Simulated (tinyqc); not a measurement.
Strain dependence: valley-orbit splitting of a donor ground state, with strain. Computed by tinyqc, a small Python program. Command: `OMP_NUM_THREADS=1 python tinyqc.py 3007879 3007880 out.jsonl valleyorbit walk`. One thread of a shared host (Intel(R) Xeon(R) Processor @ 2.30GHz), about 0.01 s of CPU time with the checks.

The basis is the 1s envelope in each valley; energies are counted from the unstrained conduction-band edge. The strain is e_s (a a^T - 1/3) for the unit stress axis a, so valley j along n_j moves by Xi_u e_s w_j with w_j = (n_j.a)^2 - 1/3: +2/3 for [111], -2/9 for the others.

Inputs (values chosen for the exercise, modelled on donors in germanium):

| quantity | value | unit |
|---|---|---|
| single-valley binding energy E_0 | 9.98 | meV |
| central-cell shift Lambda | 0.91 | meV |
| coupling Delta_1 | 0.15 | meV |
| shear deformation potential Xi_u | 16.3 | eV |
| shear strain e_s | 0.00021 | - |

Valleys: four along <111>. Stress axis: [111].

Method:
- By symmetry: E(A1) = E_0 + Lambda + 3 Delta_1 (one state), E(T2) = E_0 + Lambda - Delta_1 (three), as binding energies.
- H_jj = -(E_0 + Lambda) + Xi_u e_s w_j; H_jk = -Delta_1 between any two valleys.
- The contact hyperfine ratio is A/A_0 = (sum_j c_j)^2/(number of valleys), c_j the valley amplitudes of the ground state; binding from the lowest valley edge.

E(A1) = 11.34 meV

Against strain:

| e_s | Xi_u e_s (w_max - w_min) (meV) | binding (meV) | gap to next level (meV) | A/A_0 |
|---|---|---|---|---|
| -0.001700 | -24.631 | 10.893 | 24.337 | 0.25930 |
| -0.000630 | -9.128 | 10.898 | 8.843 | 0.27587 |
| -0.000210 | -3.043 | 10.914 | 2.791 | 0.33497 |
| -0.000063 | -0.913 | 10.985 | 0.803 | 0.58937 |
| 0.000063 | 0.913 | 11.243 | 0.503 | 0.90033 |
| 0.000210 | 3.043 | 11.210 | 0.470 | 0.81355 |
| 0.000630 | 9.128 | 11.197 | 0.457 | 0.77345 |
| 0.001700 | 24.631 | 11.193 | 0.453 | 0.75897 |

A/A_0 falls for either sign of strain, to 0.259 and 0.759 at the ends; its limits are the shares of the valleys that end up lowest, 1/4 under compression and 3/4 under tension. Near zero strain A/A_0 changes in second order, the binding in first. The binding energy drops from 11.34 meV to 10.89 and 11.19 meV, since fewer valleys share the valley-orbit gain.

Extremes, crossings and ranges named in words are read from the listed rows.
